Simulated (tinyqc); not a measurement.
From results back to parameters: configuration-coordinate model of carrier capture at a defect. Four cases, with inputs chosen for the exercise.

Problem. For two parabolas of equal curvature the ionisation peak lies at ET + ER, the emission barrier is (ER + ET)^2/(4 ER), and the standard deviation of the band at T = 0 is sqrt(ER hw). The values come from hidden ET, ER and hw.

Find: ET, ER, hw; capture barrier.

Method. ER is the squared peak energy over four times the emission barrier; ET is the rest, hw = variance/ER, and the capture barrier is the emission barrier less ET.

Case 1.

ionisation peak = 0.6200 eV
emission barrier = 0.565294 eV
standard deviation at T = 0 = 0.084499 eV

Solution.

ET, ER, hw (eV): 0.450  0.170  0.042

capture barrier = 0.115 eV

Case 2.

ionisation peak = 0.9900 eV
emission barrier = 0.295211 eV
standard deviation at T = 0 = 0.186708 eV

Solution.

ET, ER, hw (eV): 0.160  0.830  0.042

capture barrier = 0.135 eV

Case 3.

ionisation peak = 0.9000 eV
emission barrier = 0.698276 eV
standard deviation at T = 0 = 0.109041 eV

Solution.

ET, ER, hw (eV): 0.610  0.290  0.041

capture barrier = 0.088 eV

Case 4.

ionisation peak = 2.1700 eV
emission barrier = 0.745079 eV
standard deviation at T = 0 = 0.251396 eV

Solution.

ET, ER, hw (eV): 0.590  1.580  0.040

capture barrier = 0.155 eV

Computed by tinyqc, one run a case: `OMP_NUM_THREADS=1 python tinyqc.py N N+1 out.jsonl` with N = 1482685, 1482720, 1482825, 1482873; one thread of a shared Intel(R) Xeon(R) Processor @ 2.30GHz, about 0.01 s a run at most.
